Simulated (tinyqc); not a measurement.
Worked calculation: tight binding, kagome lattice. One step of it, computed by the program tinyqc.

Task: Bloch Hamiltonian at k. H_AB = -t1 - t2 exp(-i k.a1), H_AC = -t1 - t2 exp(-i k.a2), H_BC = -t1 - t2 exp(i k.(a1 - a2)), H_CC = delta.

Parameters chosen for this model:
```
parameter     value                unit
t1         1.840000    eV, up triangles
t2         1.840000  eV, down triangles
delta      0.730000        eV on site C
```

k point k (fractions of the reciprocal vectors): 0.190000  0.030000

Give: H(k) at k.

Result:

H(k) at k (eV), lower triangle (Hermitian):
```
                 A                B       C
A           0.0000
B  -2.5173-1.7108i           0.0000
C  -3.6474-0.3448i  -2.8259+1.5536i  0.7300
```
